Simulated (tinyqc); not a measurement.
A ladder of methods, and size consistency: correlation methods against full CI in the 6-31g basis, for He, spin multiplicity 1. Computed by the program tinyqc with PySCF. All electrons correlated; +Q is the Davidson correction (1 - c0^2) E_corr. The last columns treat two copies 100 angstrom apart as one system. FCI is the lowest singlet.

Geometry (angstrom):

| atom | x | y | z |
|---|---|---|---|
| He | 0.0000 | 0.0000 | 0.0000 |

RHF energy of one = -2.855160 hartree

Correlation energies (hartree):

| method | E_corr of one | share of FCI (%) | E_corr of two at 100 angstrom | two minus twice one (mhartree) |
|---|---|---|---|---|
| MP2 | -0.011200 | 74.6590 | -0.022400 | 0.0000 |
| CISD | -0.015002 | 100.0000 | -0.029875 | 0.1289 |
| CISD+Q | -0.015067 | 100.4332 | -0.030130 | 0.0033 |
| CCSD | -0.015002 | 100.0000 | -0.030003 | 0.0000 |
| CCSD(T) | -0.015002 | 100.0000 | -0.030003 | 0.0000 |
| FCI | -0.015002 | 100.0000 | - | - |

What does the comparison show, and why?

MP2 recovers 75 %, CISD 100.0 % and CCSD 100.0 % of the FCI value (c0^2 = 0.996 in CISD). MP2 and coupled cluster are size consistent, so their last column vanishes; CISD loses 0.13 mhartree, since a double excitation on each copy is a quadruple of the pair, and the Davidson correction leaves +0.00. With two electrons, or one virtual orbital, CISD and CCSD are exact for one copy, so +Q overshoots there.
